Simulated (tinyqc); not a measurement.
## Inductance and parasitic capacitance from two readings

Problem. A loss-free coil L in parallel with C shows the apparent inductance L/(1 - w^2 L C), w = 2 pi f. Find L, C and the self-resonance 1/(2 pi sqrt(L C)).

apparent inductance at 4 and 7.9 GHz (nH): 2.4587637  4.8740736

Answer. The inverse of the reading is 1/L - w^2 C, a straight line in w^2.

L = 2.100 nH
C = 110.0 fF
self-resonance = 10.47 GHz

Numbers from tinyqc (`OMP_NUM_THREADS=1 python tinyqc.py 2302028 2302029 out.jsonl`; about 0.01 s on one thread of a shared Intel Xeon 2.30GHz).
